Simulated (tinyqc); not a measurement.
Bandgap voltage reference from two bipolar transistors: one step of the calculation.

Two transistors of area 1 and N carry the same current I. Is(T) = Is (T/T0)^eta exp[(Vg0 q/kB)(1/T0 - 1/T)], VBE1 = Vt ln(I/Is(T)) + I rb, VBE2 = Vt ln(I/(N Is(T))) + I rb/N. The amplifier forces I R1(T) = VBE1 - VBE2 + Vos, with R(T) = R (1 + tc (T - T0)) for both resistors, and the output is Vref = VBE1 + I R2(T). Base currents and the Early effect are neglected.

Task. Operating point at the reference temperature. Vt = kB T/q; I = (Vt ln N + Vos)/(R1(T) - rb (1 - 1/N)). Evaluate at T = T0.

Parameters, values chosen for the exercise; values of the order met in silicon bipolar transistors:

| symbol | value | unit | meaning |
|---|---|---|---|
| T0 | 298 | K | reference temperature |
| Vg0 | 1.141 | V | band-gap voltage extrapolated to 0 K |
| eta | 4.1 |  | temperature exponent of the saturation current |
| Is | 2e-16 | A | saturation current of the unit transistor at T0 |
| N | 4 |  | area ratio of the second transistor |
| R1 | 28 | kohm | resistor across which the difference of VBE falls, at T0 |
| tc | 1400 | ppm/K | temperature coefficient of both resistors |
| Vos | 0 | mV | offset of the amplifier |
| rb | 0 | ohm | series resistance of the unit transistor |
| R2 | 486.9 | kohm | output resistor at T0 |

Constants: q = 1.602176634e-19 C, kB = 1.380649e-23 J/K. Results are converted to the units shown.

Wanted: Vt; I; Is(T); VBE1; I R2; Vref.

Result.

Vt = 0.02568 V
I = 1.271 uA
Is(T) = 2.000e-16 A
VBE1 = 0.5797 V
I R2 = 0.6191 V
Vref = 1.199 V

Numbers from tinyqc (`OMP_NUM_THREADS=1 python tinyqc.py 2062194 2062195 out.jsonl`; about 0.03 s on one thread of a shared Intel Xeon 2.30GHz).
